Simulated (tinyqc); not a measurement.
Inputs raised by 10 %, one at a time: carrier lifetime from Shockley-Read-Hall, radiative, Auger and surface recombination. Computed by tinyqc, a small Python program. Command: `OMP_NUM_THREADS=1 python tinyqc.py 3031533 3031534 out.jsonl lifetime sens`. One thread of a shared host (Intel(R) Xeon(R) Processor @ 2.30GHz), about 0.01 s of CPU time with the checks.

Energies are counted from the top of the valence band. Boltzmann statistics, full ionisation, and equal excess densities of electrons and holes.

Inputs (values chosen for the exercise, for a model semiconductor):

| quantity | value | unit |
|---|---|---|
| gap E_g | 2.88 | eV |
| electron mass m_e | 0.169 | m_0 |
| valleys M_c | 1 | - |
| hole mass m_h | 0.871 | m_0 |
| temperature T | 300 | K |
| doping N | 2.2e+18 | cm^-3 |
| trap level E_t | 1.08 | eV |
| trap density N_t | 8.3e+12 | cm^-3 |
| electron cross-section sigma_n | 3.3e-14 | cm^2 |
| hole cross-section sigma_p | 1.4e-17 | cm^2 |
| radiative coefficient B | 8e-11 | cm^3/s |
| Auger coefficient C_n | 2.1e-31 | cm^6/s |
| Auger coefficient C_p | 2.2e-31 | cm^6/s |
| excess density dn | 1.6e+17 | cm^-3 |
| diffusion coefficient D | 5 | cm^2/s |

Doping: n-type. Surface term: none.

Constants: m_0 = 9.1093837015e-31 kg; k_B = 1.380649e-23 J/K; h = 6.62607015e-34 J s; k_B = 8.617333262e-05 eV/K.

Method:
- N_c = 2 M_c (2 pi m_e k_B T/h^2)^(3/2) and N_v = 2 (2 pi m_h k_B T/h^2)^(3/2), masses in units of m_0.
- n_i = sqrt(N_c N_v) exp(-E_g/2 k_B T); majority density N/2 + sqrt(N^2/4 + n_i^2), minority density n_i^2 over it.
- v = sqrt(3 k_B T/m) with m_e or m_h; tau_n0 = 1/(sigma_n v_n N_t), tau_p0 = 1/(sigma_p v_p N_t); n1 = N_c exp(-(E_g - E_t)/k_B T), p1 = N_v exp(-E_t/k_B T).
- With n = n_0 + dn, p = p_0 + dn and U/dn = 1/tau: (n p - n_i^2)/dn = n_0 + p_0 + dn = s; 1/tau_SRH = s/[tau_p0 (n + n1) + tau_n0 (p + p1)]; 1/tau_rad = B s; 1/tau_Aug = (C_n n + C_p p) s; the rates add.
- Radiative efficiency = tau_eff/tau_rad; effective diffusion length = sqrt(D tau_eff).

Runs:

| input moved | from | to | effective lifetime at dn (s) | tau_SRH at dn (s) | radiative efficiency at dn | effective diffusion length at dn (micrometre) |
|---|---|---|---|---|---|---|
| base run | - | - | 5.2617e-09 | 6.8769e-04 | 0.99340 | 1.6220 |
| trap density N_t (cm^-3) | 8.3e+12 | 9.13e+12 | 5.2617e-09 | 6.2517e-04 | 0.99340 | 1.6220 |
| electron cross-section sigma_n (cm^2) | 3.3e-14 | 3.63e-14 | 5.2617e-09 | 6.8769e-04 | 0.99340 | 1.6220 |
| hole cross-section sigma_p (cm^2) | 1.4e-17 | 1.54e-17 | 5.2617e-09 | 6.2517e-04 | 0.99340 | 1.6220 |
| trap level E_t (eV) | 1.08 | 1.188 | 5.2617e-09 | 6.8769e-04 | 0.99340 | 1.6220 |
| radiative coefficient B (cm^3/s) | 8e-11 | 8.8e-11 | 4.7862e-09 | 6.8769e-04 | 0.99400 | 1.5470 |
| Auger coefficient C_n (cm^6/s) | 2.1e-31 | 2.31e-31 | 5.2584e-09 | 6.8769e-04 | 0.99279 | 1.6215 |
| diffusion coefficient D (cm^2/s) | 5 | 5.5 | 5.2617e-09 | 6.8769e-04 | 0.99340 | 1.7012 |

Exponents ln(y'/y) / ln(x'/x):

| input | effective lifetime at dn | tau_SRH at dn | radiative efficiency at dn | effective diffusion length at dn |
|---|---|---|---|---|
| trap density N_t | 0.000 | -1 | 0.000 | 0.000 |
| electron cross-section sigma_n | 0.000 | 0 | 0.000 | 0.000 |
| hole cross-section sigma_p | 0.000 | -1 | 0.000 | 0.000 |
| trap level E_t | 0.000 | 0 | 0.000 | 0.000 |
| radiative coefficient B | -0.994 | 0 | 0.006 | -0.497 |
| Auger coefficient C_n | -0.006 | 0 | -0.006 | -0.003 |
| diffusion coefficient D | 0.000 | 0 | 0.000 | 0.500 |

Among the inputs moved here: effective lifetime at dn answers most in size to radiative coefficient B (exponent -0.994), next to Auger coefficient C_n (-0.006); its exponent is below 0.0005 for trap density N_t, electron cross-section sigma_n, hole cross-section sigma_p, trap level E_t, diffusion coefficient D. Its exponent 0.000 in trap density N_t: other channels rule. tau_SRH at dn answers most in size to trap density N_t (exponent -1.000), and about equally to hole cross-section sigma_p (-1.000); its exponent is below 0.0005 for electron cross-section sigma_n, trap level E_t, radiative coefficient B, Auger coefficient C_n, diffusion coefficient D. Its exponent -1.000 in trap density N_t: both capture times go as 1/N_t. Radiative efficiency at dn answers most in size to Auger coefficient C_n (exponent -0.006), and about equally to radiative coefficient B (+0.006); its exponent is below 0.0005 for trap density N_t, electron cross-section sigma_n, hole cross-section sigma_p, trap level E_t, diffusion coefficient D. effective diffusion length at dn answers most in size to diffusion coefficient D (exponent +0.500), and about equally to radiative coefficient B (-0.497); its exponent is below 0.0005 for trap density N_t, electron cross-section sigma_n, hole cross-section sigma_p, trap level E_t.

Caution (all rows): the doping is near the effective density of states, where Boltzmann statistics fail and the gap narrows.

Extremes, crossings and ranges named in words are read from the listed rows.
